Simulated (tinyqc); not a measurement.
Worked calculation: ballistic transport through the one-dimensional subbands of a rectangular nanowire or nanosheet channel. Computed by tinyqc, a small Python program that keeps every step. Command: `OMP_NUM_THREADS=1 python tinyqc.py 3008626 3008627 out.jsonl wire walk`. One thread of a shared host (Intel(R) Xeon(R) Processor @ 2.30GHz), about 0.03 s of CPU time with the checks. Intermediate numbers are printed to about 7 digits and carried at full precision; extremes and crossings named in words are read from the listed rows.

Hard walls, parabolic subbands, transport along x. Energies are counted from the bulk conduction band edge at the top of the barrier, which the gate pulls down by U; the source Fermi level lies at the bulk edge when U = 0.

Inputs (values chosen for the exercise, modelled on silicon): light mass m_t = 0.19 m_0; heavy mass m_l = 0.914 m_0; height a = 4.3 nm; width b = 9.2 nm; equivalent oxide thickness t = 1.3 nm; gate voltage above flat band V_G = 0.73 V; drain voltage V_D = 0.59 V; temperature T = 300 K; mean free path for back-scattering lambda = 190 nm; channel length L = 11 nm.

Valleys: silicon [100] wire.

Constants: hbar^2/(2 m_0) = 3.80998212 eV angstrom^2; k_B = 8.617333262e-05 eV/K; m_0 = 9.1093837015e-31 kg; k_B = 1.380649e-23 J/K; hbar = 1.054571817e-34 J s; eps_0 = 8.8541878128e-12 F/m; e = 1.602176634e-19 C; h = 6.62607015e-34 J s.

## Subbands

E_pq = (hbar^2 pi^2/2)(p^2/(m_y b^2) + q^2/(m_z a^2)); valley pairs: (m_x, m_y, m_z) = (m_t, m_t, m_l), (m_t, m_l, m_t), (m_l, m_t, m_t), each with degeneracy g = 2; the 10 lowest subbands are kept.

Subbands:
```
valley axis  p  q   E (meV)  m_x (m_0)
z            1  1   45.6331      0.190
y            1  1  111.8973      0.190
z            1  2  112.3846      0.190
z            2  1  115.7810      0.190
y            2  1  126.4795      0.190
x            1  1  130.4192      0.914
y            3  1  150.7831      0.190
z            2  2  182.5325      0.190
y            4  1  184.8081      0.190
x            2  1  200.5671      0.914
```

The second subband lies 66.3 meV, or 2.56 k_B T, above the first; the lowest belongs to the valleys with the heavy mass across the height.

## Self-consistent barrier

F_j(eta) = (1/Gamma(j + 1)) int_0^infinity x^j/(1 + exp(x - eta)) dx, F_0 = ln(1 + exp(eta)). Integrals over x = E/(k_B T) use 160 Gauss-Legendre points in u = sqrt(x) from 0 to sqrt(max(eta, 0) + 32). With degeneracy g = 2, eta_i = (U - E_i)/(k_B T) and u = e V_D/(k_B T): line density n = sum_i g sqrt(2 m_x k_B T/pi)/(2 hbar) [F_-1/2(eta_i) + F_-1/2(eta_i - u)]; gate: e n = C_ox (V_G - U/e), C_ox = 3.9 eps_0 2 (a + b)/t (flat-plate estimate); I = (2 e k_B T/h) sum_i g [F_0(eta_i) - F_0(eta_i - u)].

C_ox = 717.1892 aF/micrometre

U = 164.3015 meV

Occupation:
```
subband      eta_i  n_i (1/nm)  I_i (microampere)
1         4.590299   0.4780726           18.42953
2         2.027086   0.2989210            8.61636
3         2.008236   0.2973279            8.54971
4         1.876857   0.2861197            8.08940
5         1.463023   0.2497834            6.69529
6         1.310627   0.5178604            6.20688
7         0.522917   0.1656149            3.95962
8        -0.705206   0.0750241            1.60829
9        -0.793231   0.0701291            1.49508
10       -1.402815   0.0934073            0.88078
```

line density n = 2.532260 1/nm

ballistic current I = 64.53093 microampere

mean velocity I/(e n) = 1.590557 1e7 cm/s

7 of the subbands lie below the source Fermi level; the lowest carries 29 % of the current with 19 % of the charge. The gate spends 23 % of V_G on moving the bands. Caution: the tenth subband is still occupied, so the truncation to ten understates charge and current.

## Conductance, capacitance and scattering

Linear conductance G = (2 e^2/h) sum_i g f(eta_i), g = 2, f = 1/(1 + exp(-eta_i)), with the barrier frozen at the eta_i above; current per perimeter I/(2(a + b)); with scattering, transmission lambda/(lambda + L) and low-bias resistance (1 + L/lambda)/G.

open modes sum g f = 13.37884

ballistic conductance = 1036.605 microsiemens

current per perimeter = 2390.035 microampere/micrometre

transmission = 0.9452736

low-bias resistance with scattering = 1.020538 kiloohm

Even without scattering the wire has h/(2 e^2 M) = 0.96 kiloohm, which sits in the contacts.

## Gate sweep

Open modes are sum_i g/(1 + exp(-eta_i)). The last column is e dn/dV_G over C_ox, taken up to the next row.

Against the gate voltage:
```
V_G (V)    U (meV)      n (1/nm)  I (microampere)    open modes      C_g/C_ox
-0.250   -250.0007  3.014895e-06     5.754882e-05  2.873067e-05  3.150978e-04
-0.150   -150.0322  1.440635e-04     2.750103e-03  1.372695e-03  2.162939e-02
-0.034    -36.5412  1.137525e-02     2.183712e-01  1.073439e-01  3.461513e-01
0.096      48.4591  2.128092e-01     4.428170e+00  1.744428e+00  6.699396e-01
0.200      82.7854  5.246926e-01     1.157763e+01  3.844434e+00  7.893959e-01
0.330     110.1640  9.840615e-01     2.248126e+01  6.607910e+00  8.458775e-01
0.470     131.7411  1.514163e+00     3.577150e+01  9.332414e+00  8.708708e-01
0.630     152.4018  2.137893e+00     5.283951e+01  1.196577e+01  8.825645e-01
0.800     172.3658  2.809506e+00     7.317364e+01  1.427679e+01  8.880443e-01
1.000     194.7570  3.604544e+00     9.990945e+01  1.646168e+01             -
```

Between the first two rows the current rises one decade per 60 mV, against the limit ln(10) k_B T/e = 60 mV. Above threshold C_g/C_ox lies between 0.67 and 0.89: the quantum capacitance in series costs a visible part. In the last rows the tenth subband begins to fill, so the truncation shows.

Checks made by the program: density of the lowest subband against a direct sum over k (relative difference 1e-09).
